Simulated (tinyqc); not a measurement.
Esaki diode in forward bias, two-band WKB: two steps of the calculation.

Abrupt p-n junction, depletion approximation. Energies E are counted from the conduction-band edge of the neutral n side; its Fermi level lies at dn, that of the p side at dn - V, and the valence-band edge of the neutral p side at Em = dn + dp - V. Tunnelling needs 0 < E < Em. Two-band dispersion with equal masses m: inside the gap kappa = sqrt(m u (1 - u/Eg)/C), u the distance from a band edge, C = hbar^2/(2 m0).

Parameters, values chosen for the exercise; band and dielectric values close to those of germanium: temperature T = 350 K; band gap Eg = 0.663 eV; conduction-band density of states at 350 K Nc = 1.31e19 cm^-3; valence-band density of states at 350 K Nv = 7.59e18 cm^-3; band-edge mass of the two-band model m = 0.042 m0; acceptor density Na = 8e19 cm^-3; donor density Nd = 1.1e19 cm^-3; bias of the p side V = 0.086 V; points of the energy grid nE = 13.

Constants: q = 1.602176634e-19 C, kB = 1.380649e-23 J/K, hbar = 1.054571817e-34 J s, h = 6.62607015e-34 J s, m0 = 9.1093837015e-31 kg, Vt = kB T/q, hbar^2/(2 m0) = 0.0380998212 eV nm^2. Results are converted to the units shown.

Problem 1. Fermi levels and built-in voltage. Nd = Nc F12(dn/Vt), Na = Nv F12(dp/Vt), F12(x) = (2/sqrt(pi)) int_0^infinity sqrt(u)/(1 + exp(u - x)) du; dn = EF - Ec on the n side, dp = Ev - EF on the p side (negative outside the bands); Vbi = Eg + dn + dp.

Give: dn; dp; Vbi.

Solution 1.

dn = 0.0035817 eV
dp = 0.17079 eV
Vbi = 0.83737 V

Boltzmann statistics would give dn = -0.00527 eV and dp = 0.0710 eV. At zero bias the bands of the two sides overlap by dn + dp.

Problem 2. Current density on a coarse grid. J = KJ exp(-S) Eb times the integral from 0 to Em of [f(E - dn) - f(E - dn + V)] [1 - exp(-min(E, Em - E)/Eb)] dE, f(x) = 1/(1 + exp(x/Vt)), with S and Eb from the mean field; J > 0 flows from p to n. KJ = (2 q^2/h) m/(4 pi C) (times 1e14 for A/cm^2 per eV^2). Simpson's rule on nE equally spaced points from 0 to Em.

dn = 0.0035817416 eV
dp = 0.17078613 eV
S = 6.9666422
Eb = 23.791950 meV

Give: E; difference of the f; transverse factor; integral; KJ; J.

Solution 2.

```
point	E (eV)	difference of the f	transverse factor
0	0.00000	0.4686	0.0000
1	0.00736	0.4202	0.2662
2	0.01473	0.3703	0.4615
3	0.02209	0.3209	0.6049
4	0.02946	0.2739	0.7101
5	0.03682	0.2305	0.7872
6	0.04418	0.1917	0.8439
7	0.05155	0.1577	0.7872
8	0.05891	0.1286	0.7101
9	0.06628	0.1040	0.6049
10	0.07364	0.0836	0.4615
11	0.08100	0.0669	0.2662
12	0.08837	0.0533	0.0000
```

integral = 0.01002 eV
KJ = 6.797e8 A/(cm^2 eV^2)
J = 152.8 A/cm^2

Range of the model: The two-band model describes a direct gap; phonon-assisted tunnelling across an indirect gap is left out. Parabolic densities of states, no band tails and no gap narrowing, all of which matter at such doping.

Computed by the program tinyqc: `OMP_NUM_THREADS=1 python tinyqc.py 2620008 2620009 out.jsonl`, one thread of a shared Intel Xeon 2.30GHz, about 0.01 s for the whole run.
